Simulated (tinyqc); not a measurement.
# MOSFET in saturation, small-signal circuit and noise, step by step

Numbers from tinyqc (`OMP_NUM_THREADS=1 python tinyqc.py 2150041 2150042 out.jsonl`; about 0.01 s on one thread of a shared Intel Xeon 2.30GHz). Printed values are rounded.

Bias by the inversion coefficient IC = I/Ispec (charge-based model with velocity saturation; weak inversion below 0.1, strong above 10). Common-source circuit: gm, gds, Cgs, Cgd and Cj at the inner nodes, Rg in series with the gate; quasi-static, no source or drain resistance, no gate-body capacitance, no substrate network, no induced gate noise, so fmax is an upper estimate.

Inputs (values chosen for the exercise):
- T = 400 K (temperature)
- L = 28 nm (gate length)
- W = 80 um (total gate width)
- Cox = 1.76 uF/cm^2 (gate capacitance)
- mu = 250 cm^2/(V s) (mobility)
- n = 1.32 (slope factor)
- Ls = 10 nm (velocity-saturation length)
- sg = 0.14 (ratio gds/gm)
- Cov = 0.42 fF/um (overlap and fringe capacitance per side)
- Cj = 0.73 fF/um (drain junction capacitance)
- Rsh = 10 ohm (sheet resistance of the gate)
- Wf = 2 um (finger width)
- Rc = 50 ohm um (gate contact and vertical resistance)
- IC = 3.5 (inversion coefficient)
- gw = 0.12 (short-channel excess of the noise factor)
- Nt = 5.6e16 cm^-3 eV^-1 (oxide trap density)
- lt = 0.1 nm (tunnelling length into the oxide)
- ac = 3000 V s/C (Coulomb scattering coefficient)
- f = 10 GHz (signal frequency)

Constants: q = 1.602176634e-19 C, kB = 1.380649e-23 J/K, Vt = kB T/q. Results are converted to the units shown.

## Current, transconductance and gain

Ispec = 2 n mu Cox (W/L) Vt^2, lc = Ls/L, gms = [sqrt((lc IC + 1)^2 + 4 IC) - 1]/[2 + lc (lc IC + 1)], gm = gms Ispec/(n Vt), gds = sg gm.

Ispec = 3943.25 uA
I = 13801.4 uA
gms = 1.20063
gm = 104.054 mS
gds = 14.5675 mS
gm/I = 7.53938 1/V

gm/I is 34.3 % of its weak-inversion limit 1/(n Vt); without velocity saturation (lc = 0) gms would be 1.44.

## Capacitances, gate resistance and cut-off frequencies

qs = [sqrt(1 + 4 IC) - 1]/2, Cgs = Cox W L qs (2 qs + 3)/(3 (qs + 1)^2) + Cov W, Cgd = Cov W, Cd = Cj W, Rg = Rsh (Wf/L)/(12 Nf) + Rc/W with Nf = W/Wf fingers (not rounded) contacted at both ends. fT = gm/(2 pi (Cgs + Cgd)), fmax = fT/(2 sqrt(Rg (gds + 2 pi fT Cgd))).

Cgs = 52.2755 fF
Cgd = 33.6 fF
Cd = 58.4 fF
Rg = 2.11310 ohm
fT = 192.845 GHz
fmax = 282.121 GHz

Overlap and fringe make up 78.3 % of the gate capacitance; fmax is 1.46 times fT.

## Admittance matrix

Inner admittances at w = 2 pi f: y11 = i w (Cgs + Cgd), y12 = -i w Cgd, y21 = gm - i w Cgd, y22 = gds + i w (Cgd + Cd). Invert to Z, add Rg to Z11 and invert back to Y.

inner y (mS):
```
,1,2
1,0.000+5.396i,0.000-2.111i
2,104.054-2.111i,14.568+5.781i
```

Y with Rg (mS):
```
,1,2
1,0.062+5.395i,-0.024-2.111i
2,104.016-3.297i,14.582+6.245i
```

## Current gain and unilateral power gain

|h21| = |Y21/Y11|; U = |Y21 - Y12|^2/(4 [Re Y11 Re Y22 - Re Y12 Re Y21]). Extrapolated at 20 dB a decade: f |h21| and f sqrt(U).

|h21| = 19.2885
U = 795.922
f |h21| = 192.885 GHz
f sqrt(U) = 282.121 GHz

f |h21| is 0.021 % above the formula for fT, and f sqrt(U) within 0.01 % of that for fmax.

## Noise at the gate

Channel noise Sid = 4 kB T gam n gm with gam = (1/2 + (2/3) qs)/(1 + qs) + gw lc IC, qs = [sqrt(1 + 4 IC) - 1]/2, lc = Ls/L (the last term an empirical rise with velocity saturation); at the gate, white noise Sw = Sid/gm^2 + 4 kB T Rg. Number fluctuation with correlated mobility: S(f) = K/f, K = q^2 Vt lt Nt/(W L Cox^2) (1 + ac mu Cox I/gm)^2, Vt in eV with Nt per eV. Corner fc = K/Sw. Full shot noise would be 2 q I.

gam = 0.748262
Sid = 2.27033e-21 A^2/Hz
Sid/(2 q I) = 0.513365
sqrt(Sw) = 0.506327 nV/Hz^0.5
K = 9.86061e-12 V^2
fc = 38.4629 MHz

The gate resistance gives 18 % of the white noise power.
